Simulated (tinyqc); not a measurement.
## Index and thickness from Psi and Delta

Question. Air (index 1), film, substrate with N2 = n2 - i k2; time factor exp(+i w t). q_j = sqrt(N_j^2 - sin^2 th), root with positive real part. Fresnel coefficients r_s = (q_a - q_b)/(q_a + q_b), r_p = (N_b^2 q_a - N_a^2 q_b)/(N_b^2 q_a + N_a^2 q_b). tan(Psi) exp(i Delta) = R_p/R_s, Delta taken from 0 to 360 degrees. beta = 2 pi d q1/lam, X = exp(-2 i beta), R = (r01 + r12 X)/(1 + r01 r12 X) for p and s. The film is transparent, with 1.15 < n1 < 2.9 and d under half a period. Find n1, d and the period.

Inputs (values chosen for the exercise):
- lam = 546.1 nm (wavelength)
- th = 75 degrees (angle of incidence)
- n2 = 4.086 (index of the substrate)
- k2 = 0.031 (extinction coefficient of the substrate)

Psi = 12.547418 degrees
Delta = 84.315978 degrees

Answer. Two measured angles fix two unknowns; a search from many starts finds one solution in the range given. Thicker films with d plus a multiple of the period give the same angles.

n1 = 2.03
d = 16.0 nm
period = 153 nm

Computed by the program tinyqc: `OMP_NUM_THREADS=1 python tinyqc.py 2870148 2870149 out.jsonl`, one thread of a shared Intel Xeon 2.30GHz, about 0.4 s for the whole run.
